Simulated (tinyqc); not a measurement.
A square-lattice strip 2 sites wide in a magnetic flux, recursive Green functions: two steps of the calculation.

The device has N = 5 slices of 2 site(s), nearest-neighbour hopping -t, and site energies U; the leads are semi-infinite continuations with site energy 0 and no flux. The hopping from slice i to i + 1 inside the device carries the phase exp(2 pi i f j) on row j = 1, 2, ...: V = <i+1|H|i> = -t diag(exp(2 pi i f j)).

Parameters, values chosen for the exercise:

| symbol | value | unit | meaning |
|---|---|---|---|
| t | 1 | eV | hopping (matrix element -t) |
| U | [0.07, -0.08, 0.18, -0.08, -0.04, 0.01, 0, 0.27, -0.37, -0.12] | eV | site energies, slice by slice (2 a slice) |
| E | -2.23 | eV | energy |

Problem 1. Slice 1. Forward pass: g_1 = (E - H_1 - Sigma)^(-1), g_i = (E - H_i - V g_(i-1) V^dagger)^(-1), with Sigma also subtracted on the last slice; G_(i,1) = g_i V G_(i-1,1), starting from g_1. H_i is the block of slice i: its site energies on the diagonal and -t between neighbouring rows.

Sigma (eV):
$$\begin{pmatrix}
-0.48092094-0.39426355i & -0.13407906-0.39426355i \\
-0.13407906-0.39426355i & -0.48092094-0.39426355i
\end{pmatrix}$$

Wanted: g_1.

Solution 1.

g_1 (1/eV):
$$\begin{pmatrix}
-0.46458-0.37719i & -0.13270-0.39738i \\
-0.13270-0.39738i & -0.49654-0.41864i
\end{pmatrix}$$

Problem 2. Slice 5. 

g_4 (1/eV):
$$\begin{pmatrix}
-0.52155259-0.54128914i & -0.33821073-0.57582927i \\
-0.02740999-0.35651252i & -0.45468277-0.44609167i
\end{pmatrix}$$

G_(4,1) (1/eV):
$$\begin{pmatrix}
-0.16352385-0.40046492i & -0.31760821-0.66790950i \\
-0.03727631-0.40722091i & -0.07036299-0.65101786i
\end{pmatrix}$$

V (eV):
$$\begin{pmatrix}
-0.63742399-0.77051324i & 0.00000000+0.00000000i \\
0.00000000+0.00000000i & 0.18738131-0.98228725i
\end{pmatrix}$$

Sigma (eV):
$$\begin{pmatrix}
-0.48092094-0.39426355i & -0.13407906-0.39426355i \\
-0.13407906-0.39426355i & -0.48092094-0.39426355i
\end{pmatrix}$$

Find: g_5; G_(5,1).

Solution 2.

g_5 (1/eV):
$$\begin{pmatrix}
-0.1305-0.3837i & 0.2800-0.4412i \\
0.2438-0.1835i & -0.1818-0.3063i
\end{pmatrix}$$

G_(5,1) (1/eV):
$$\begin{pmatrix}
0.0415+0.1971i & 0.0919+0.3055i \\
0.0820+0.2623i & 0.1494+0.4303i
\end{pmatrix}$$

Program tinyqc, `OMP_NUM_THREADS=1 python tinyqc.py 2660001 2660002 out.jsonl`; Intel Xeon 2.30GHz, shared host, one thread, about 0.01 s.
